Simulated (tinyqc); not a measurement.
From one set of inputs to another, one input at a time: thermal and gravitational stress in a wafer during furnace and rapid thermal processing, and the onset of slip. Computed by tinyqc, a small Python program. Command: `OMP_NUM_THREADS=1 python tinyqc.py 3015649 3015650 out.jsonl slip ladder`. One thread of a shared host (Intel(R) Xeon(R) Processor @ 2.30GHz), about 0.01 s of CPU time with the checks.

A thin free disc in plane stress, isotropic; T(r) = T_centre + dT (r/R)^n with n = 2. Stress is positive in tension; sigma_SB = 5.670374419e-8 W/(m^2 K^4), g = 9.80665 m/s^2.

The inputs printed are set A. Inputs not listed in the table keep their values of set A, so the rows need not describe a real material.

Inputs (values chosen for the exercise, for a model wafer):

| quantity | value | unit |
|---|---|---|
| wafer radius R | 75 | mm |
| thickness t | 675 | micrometre |
| Young's modulus E | 140 | GPa |
| Poisson ratio nu | 0.24 | - |
| expansion alpha | 4.19 | 1e-6/K |
| edge less centre temperature dT | 7.8 | K |
| temperature T | 1425 | K |
| prefactor A of the critical stress | 0.00052 | MPa |
| energy U of the critical stress | 1.01 | eV |
| density rho | 2330 | kg/m^3 |
| heat capacity c | 957 | J/(kg K) |
| conductivity k | 28.8 | W/(m K) |
| wafer spacing s | 6.6 | mm |
| ramp rate | 9.7 | K/min |
| radius of the support ring over R | 0.93 | - |

Temperature profile: parabolic.

Constants: k_B = 8.617333262e-05 eV/K.

Method:
- With x = r/R: s_rr = alpha E dT (1 - x^n)/(n + 2), s_tt = alpha E dT [1 - (n + 1) x^n]/(n + 2).
- Critical resolved stress tau_c = A exp(U/(k_B T)), a form chosen for the exercise; slip when 0.492799 |s_tt(R)| > tau_c; allowed |dT| = tau_c (n + 2)/(0.492799 n alpha E).
- In a stack heated from the rim, heat flows inward by conduction and by radiation between wafers: k_eff = k + (16/3) sigma_SB T^3 s^2/t (a diffusion estimate with the spacing as path length). A steady ramp gives the parabolic lag dT = rho c (ramp) R^2/(4 k_eff); the allowed ramp uses n = 2.
- Own weight q = rho g t on a ring of radius b R, x = r/R: moments of an edge-supported plate, M_r = q R^2 (3 + nu)(1 - x^2)/16 and M_t = q R^2 [(3 + nu) - (1 + 3 nu) x^2]/16, less the uniform moment inside the ring load, q R^2 [(1 - nu)(1 - b^2) - 2 (1 + nu) ln b]/8; stress at the lower face = 6 M/t^2.

Each row keeps all changes above it:

| input moved | from | to | allowed \|dT\| (K) | allowed ramp rate (K/min) | stress at the centre (MPa) |
|---|---|---|---|---|---|
| set A | - | - | 13.430 | 21.913 | 0.1910 |
| prefactor A of the critical stress (MPa) | 0.00052 | 0.0004 | 10.331 | 16.856 | 0.1910 |
| Young's modulus E (GPa) | 140 | 154 | 9.392 | 15.324 | 0.1910 |
| wafer spacing s (mm) | 6.6 | 11 | 9.392 | 33.366 | 0.1910 |
| heat capacity c (J/(kg K)) | 957 | 926 | 9.392 | 34.483 | 0.1910 |
| temperature T (K) | 1425 | 1275 | 24.716 | 68.996 | 0.1910 |
| conductivity k (W/(m K)) | 28.8 | 23.9 | 24.716 | 66.601 | 0.1910 |
| wafer radius R (mm) | 75 | 225 | 24.716 | 7.400 | 1.7189 |

Allowed |dT| goes from 13.4 to 24.7, a factor 1.84 in all. The largest single move comes from temperature T (a factor 2.63), and prefactor A of the critical stress works against it (a factor 0.769). Allowed ramp rate goes from 21.9 to 7.40, a factor 0.338 in all. The largest single move comes from wafer radius R (a factor 0.111), and wafer spacing s works against it (a factor 2.18). Stress at the centre goes from 0.191 to 1.72, a factor 9.00 in all. The largest single move comes from wafer radius R (a factor 9.00). The single moves hold for this order of the switches; the total does not depend on the order.

Extremes, crossings and ranges named in words are read from the listed rows.
